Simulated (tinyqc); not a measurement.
From results to parameters: minimal-basis H2. Computed by the program tinyqc with PySCF.

Problem. For two electrons in the two orbitals of minimal-basis H2, the CIS energies are e2 - e1 - J12 + 2 K12 and e2 - e1 - J12, and E_corr = D - sqrt(D^2 + K12^2) with 2D the energy of the double excitation. Find J12, K12, D, the MP2 energy and the weight of the double excitation.

orbital gap e2 - e1 = 0.52753937 hartree
CIS singlet and triplet energies (hartree): 0.450354  -0.022076
FCI correlation energy = -0.10248947 hartree

Solution. Half the singlet-triplet splitting is K12, the gap less the triplet energy is J12, D = (E_corr^2 - K12^2)/(2 E_corr), MP2 is -K12^2/(2 gap), and the weight is c^2/(1 + c^2) with c = E_corr/K12.

J12, K12, D (hartree): 0.550  0.236  0.221
MP2 correlation energy = -0.052885 hartree
weight of the double excitation = 0.1584
